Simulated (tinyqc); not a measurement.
FCI on RHF in the sto-3g basis, for B+, spin multiplicity 1, step by step. One step of it, computed by the program tinyqc.

Question. Orthogonalisation. S = U s U^T; symmetric (Loewdin) form X = U s^(-1/2) U^T, so that X^T S X = 1.

overlap S:
```
           1B 1s     1B 2s    1B 2px    1B 2py    1B 2pz
1B 1s   1.000000  0.269328  0.000000  0.000000  0.000000
1B 2s   0.269328  1.000000  0.000000  0.000000  0.000000
1B 2px  0.000000  0.000000  1.000000  0.000000  0.000000
1B 2py  0.000000  0.000000  0.000000  1.000000  0.000000
1B 2pz  0.000000  0.000000  0.000000  0.000000  1.000000
```

Give: eigenvalues of S; X.

Answer.

eigenvalues of S: 0.7307  1.0000  1.0000  1.0000  1.2693

X:
```
          1B 1s    1B 2s  1B 2px  1B 2py  1B 2pz
1B 1s    1.0287  -0.1411  0.0000  0.0000  0.0000
1B 2s   -0.1411   1.0287  0.0000  0.0000  0.0000
1B 2px   0.0000   0.0000  1.0000  0.0000  0.0000
1B 2py   0.0000   0.0000  0.0000  1.0000  0.0000
1B 2pz   0.0000   0.0000  0.0000  0.0000  1.0000
```
